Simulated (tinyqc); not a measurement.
Inside a calculation. Model: time-dependent dielectric breakdown: cell percolation, Weibull statistics, area scaling and voltage extrapolation. Computed by tinyqc, a small Python program that keeps every step. Command: `OMP_NUM_THREADS=1 python tinyqc.py 3004471 3004472 out.jsonl tddb walk`. One thread of a shared host (Intel(R) Xeon(R) Processor @ 2.30GHz), about 0.01 s of CPU time with the checks. Intermediate numbers are printed to about 5 digits and carried at full precision; extremes and crossings named in words are read from the listed rows.

The oxide is divided into columns of area a^2, each holding m = t_ox/a cells (m is taken as continuous). A share lambda(t) = (t/t_1)^alpha of the cells is defective, and a column whose cells are all defective breaks down.

Inputs (values chosen for the exercise, for a model gate oxide): oxide thickness t_ox = 5.2 nm; defect cell size a = 1.4 nm; exponent alpha of defect growth = 0.46; time t_1 at which the occupied share would reach 1 = 54000 s; test area A = 0.05 um^2; product area A_u = 9e+06 um^2; stress voltage V = 5.81 V; use voltage V_u = 2.8 V; local exponent n = -d ln t/d ln V at the stress voltage = 48; activation energy E_a = 0.71 eV; stress temperature T = 150 C; use temperature T_u = 100 C; allowed failure fraction F = 1e-06.

Voltage law used: power.

Constants: k_B = 8.617333262e-05 eV/K.

## Weibull parameters from the cell model

Failure fraction F = 1 - (1 - lambda^m)^N with N = A/a^2 columns, which for small lambda^m is 1 - exp(-(t/t63)^beta) with beta = alpha m and t63 = t_1 N^(-1/beta); critical share lambda(t63) = N^(-1/m). 1 um^2 = 1e6 nm^2.

cells per column m = 3.7143

columns N = 25510

Weibull slope beta = 1.7086

characteristic life t63 = 142.30 s

critical share of defective cells = 0.065099

Times between F = 10 % and 90 % span a factor 6.08: the smaller beta = alpha m, the wider the scatter. Caution: t_1 is an input here; in a real oxide it changes with thickness at fixed voltage.

## A sample of breakdown times

uniform random numbers u: [0.3621, 0.4192, 0.6185, 0.8890, 0.1277, 0.4852, 0.4531, 0.3324, 0.9801, 0.5484, 0.2147, 0.4873]

Each device fails at t = t63 (-ln(1 - u))^(1/beta). Sort the times; median rank F_i = (i - 0.3)/(n_s + 0.4) for n_s devices; W = ln(-ln(1 - F_i)).

Weibull plot:
```
i    t (s)      F_i    ln t        W
1    44.39  0.05645  3.7929  -2.8455
2    61.98  0.13710  4.1268  -1.9142
3    83.73  0.21774  4.4276  -1.4042
4    89.13  0.29839  4.4900  -1.0374
5    99.58  0.37903  4.6009  -0.7413
6   105.89  0.45968  4.6624  -0.4852
7   111.98  0.54032  4.7183  -0.2520
8   112.38  0.62097  4.7219  -0.0303
9   124.42  0.70161  4.8237   0.1901
10  139.25  0.78226  4.9363   0.4216
11  225.64  0.86290  5.4190   0.6867
12  316.42  0.94355  5.7571   1.0558
```

## Fitting the sample

W = ln(-ln(1 - F_i)) with the median ranks F_i. Least squares in W: W = beta ln t - beta ln t63. Maximum likelihood: solve sum t^b ln t/sum t^b - 1/b = mean of ln t for b, then t63 = (mean of t^b)^(1/b).

slope by least squares = 2.0554

t63 by least squares = 143.18 s

slope by maximum likelihood = 1.9067

t63 by maximum likelihood = 143.32 s

The true values are beta = 1.709 and t63 = 142 s. With 12 devices the standard error of the maximum-likelihood slope is about 0.78 beta/sqrt(n_s) = 0.38; the fits miss by +0.35 and +0.20, and t63 by +1 and +1 %.

## Projection to use conditions

All three voltage laws share the slope n at the stress voltage. Factor t(V_u)/t(V): E law exp(n (1 - V_u/V)); 1/E law exp(n (V/V_u - 1)); power law (V/V_u)^n. Temperatures in kelvin are T(C) + 273.15. Temperature factor exp[(E_a/k_B)(1/T_u - 1/T)]; area factor (A/A_u)^(1/beta); percentile factor (-ln(1 - F))^(1/beta); life = t63 x all four; 1 year = 3.15576e7 s.

voltage factor = 1.6477e+15

temperature factor = 13.586

area factor = 1.4734e-05

percentile factor = 3.0782e-04

projected life = 457.80 years

Area and percentile together cost 8.3 decades, voltage and temperature return 16.3; a ten-year target is met. Caution: a voltage factor of more than nine decades rests wholly on the chosen law and cannot be tested.

## Three voltage laws

Life = t63 x voltage, temperature, area and percentile factors, the last three as above.

Log10 of the life in years:
```
V_u/V  V_u (V)    E law  1/E law  power law
1.00    5.8100  -12.556  -12.556    -12.556
0.95    5.5195  -11.514  -11.459    -11.487
0.90    5.2290  -10.472  -10.240    -10.360
0.80    4.6480   -8.387   -7.345     -7.905
0.70    4.0670   -6.302   -3.622     -5.121
0.60    3.4860   -4.218    1.341     -1.907
0.50    2.9050   -2.133    8.290      1.893
0.40    2.3240   -0.049   18.713      6.545
```

At V_u/V = 0.9 the laws differ by 0.23 decades at most, and at 0.5 by 10.4. The E law is the most cautious and the 1/E law the most hopeful. Ten years are reached at V_u/V = 0.350 (E), 0.606 (1/E), 0.522 (power). Caution: the rows at low voltage extrapolate over many decades and cannot be tested.

Checks made by the program: Weibull form against the exact column count at t63 (relative difference 1e-05).
